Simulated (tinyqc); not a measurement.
Input admittance of a MOSFET at zero drain bias: distributed channel and distributed gate: two steps of the calculation.

Source and drain grounded, strong inversion, w = 2 pi f, Cox = eps0 eox/tox. The channel is an RC line of resistance 1/(mu Cox Vo) per square fed from both ends, so one finger has the intrinsic admittance y = i w Cox L tanh(g)/g per width, g = (1/2) sqrt(i w tau), tau = L^2/(mu Vo). The vertical resistance rv/L is in series with y, the overlaps 2 i w Cov in parallel: y_t = 1/(1/y + rv/L) + 2 i w Cov. The gate strip is a line of Rsh/L per length loaded by y_t, so a finger has Y = y_t Wf tanh(k)/k, k = (Wf/sd) sqrt(y_t Rsh/L); the device has Nf Y.

Parameters, values chosen for the exercise; values of the order met in silicon radio-frequency transistors: relative permittivity of the gate insulator (close to silicon dioxide) eox = 3.9; insulator thickness tox = 4.3 nm; channel length L = 0.29 um; finger width Wf = 3.2 um; number of fingers Nf = 8; channel mobility mu = 440 cm^2/(V s); gate overdrive Vo = 0.62 V; sheet resistance of the gate Rsh = 16 ohm/square; vertical resistivity of the gate stack rv = 0 ohm um^2; number of ends at which a finger is contacted sd = 2; overlap and fringe capacitance on each side Cov = 0.34 fF/um; frequency f = 62 GHz.

Constants: eps0 = 8.8541878128e-14 F/cm where lengths are in cm. Results are converted to the units shown.

Task 1. Low-frequency resistances and capacitance. Low-frequency limits, with c = Cox L and ct = c + 2 Cov: R_strip = Rsh Wf/(3 sd^2 L Nf), R_ch = (c/ct)^2 L/(12 mu Cox Vo Wf Nf), R_vert = (c/ct)^2 rv/(L Wf Nf), C = ct Wf Nf.

Wanted: parts; sum; C; 1/(2 pi R C).

Result 1.

parts (ohm): strip 1.8391, channel 2.5815, vertical 0
sum = 4.4206 ohm
C = 77.027 fF
1/(2 pi R C) = 467.41 GHz

The channel term is the largest, 58.4 % of the sum.

Task 2. Input impedance of the device. k and Y as defined; Z = 1/(Nf Y) = R + 1/(i w C); Q = |Im Z|/R; signal at the point farthest from a contact |1/cosh k|.

y_t = 89.4881+1161.3779i uS/um

Give: k; Nf Y; R; C; Q; signal at the far point.

Result 2.

k = 0.29762+0.27557i
Nf Y = 3.876+29.379i mS
R = 4.4136 ohm
C = 76.728 fF
Q = 7.5803
signal at the far point = 0.99151

Program tinyqc, `OMP_NUM_THREADS=1 python tinyqc.py 2262191 2262192 out.jsonl`; Intel Xeon 2.30GHz, shared host, one thread, about 0.01 s.
